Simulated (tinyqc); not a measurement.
Worked calculation: extended Hueckel theory, for BeH2+. The parameters take no account of the charge, which enters only through the electron count. One step of it, computed by the program tinyqc.

Problem. Mulliken analysis. P = C n C^T; charge = valence electrons (H 1, Be 2) minus the sum of (P S)_ii on the atom; overlap population = 2 sum P_ij S_ij between two atoms.

coefficients, order 1Be 2s, 1Be 2px, 1Be 2py, 1Be 2pz, 2H 1s, 3H 1s:
```
[[0.398773, 0.000944, 0.000000, 0.000000, 1.201585, -0.015650],
 [0.000000, 0.000000, 0.860067, -0.510181, 0.000000, 0.000000],
 [-0.000869, 0.279830, 0.000000, 0.000000, 0.011987, 1.526164],
 [0.000000, 0.000000, 0.510181, 0.860067, 0.000000, 0.000000],
 [0.489890, 0.554035, 0.000000, 0.000000, -0.740297, -0.955548],
 [0.493688, -0.548883, 0.000000, 0.000000, -0.728279, 0.975196]]
```

occupations: [2.000000, 1.000000, 0.000000, 0.000000, 0.000000, 0.000000]

overlap S, order 1Be 2s, 1Be 2px, 1Be 2py, 1Be 2pz, 2H 1s, 3H 1s:
```
[[1.000000, 0.000000, 0.000000, 0.000000, 0.437852, 0.440783],
 [0.000000, 1.000000, 0.000000, 0.000000, 0.000000, 0.000000],
 [0.000000, 0.000000, 1.000000, 0.000000, 0.532544, -0.534581],
 [0.000000, 0.000000, 0.000000, 1.000000, 0.000000, 0.000000],
 [0.437852, 0.000000, 0.532544, 0.000000, 1.000000, 0.026108],
 [0.440783, 0.000000, -0.534581, 0.000000, 0.026108, 1.000000]]
```

Give: charges; Overlap populations.

Solution.

charges: [1.094, -0.045, -0.049]

Overlap populations:
```
pair     value
2-1   0.506823
3-1   0.511784
3-2   0.009378
```
